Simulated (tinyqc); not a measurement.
Geometry relaxation of a small cluster: one step, computed by the program tinyqc.

E = sum_i {sum_j A exp(-p (r_ij/r0 - 1)) - xi sqrt(rho_i)}, rho_i = sum_j exp(-2 q (r_ij/r0 - 1)); the force on i is -sum_j w_ij (R_i - R_j)/r_ij with w_ij = -(2p/r0) A exp(-p (r_ij/r0 - 1)) + (xi q/r0) exp(-2 q (r_ij/r0 - 1)) (rho_i^(-1/2) + rho_j^(-1/2)).

Task: Energy and forces at the start. Evaluate E and the forces at the starting positions.

Inputs (values chosen for the exercise, for model atoms): length r0 = 2.56 angstrom; repulsion A = 0.18 eV; hopping xi = 2.21 eV; decay p = 11.6; decay q = 3.27.

Potential: Gupta. Method: conjugate gradient.

starting positions (angstrom), rows atom 1, atom 2, atom 3, atom 4, columns x, y, z:
```
[[0.06, 0.04, -0.19],
 [2.38, 0.03, 0.11],
 [1.23, 2.05, -0.02],
 [1.13, 0.66, 1.85]]
```

Give: distances; energy at the start; forces.

Result:

distances (angstrom): 1-2 2.339, 1-3 2.332, 1-4 2.386, 2-3 2.328, 2-4 2.233, 3-4 2.332

energy at the start = -14.33 eV

forces (eV/angstrom), rows atom 1, atom 2, atom 3, atom 4, columns x, y, z:
```
[[-0.183, -0.093, 0.141],
 [1.349, -0.807, -1.321],
 [-0.080, 0.626, -0.232],
 [-1.086, 0.274, 1.412]]
```
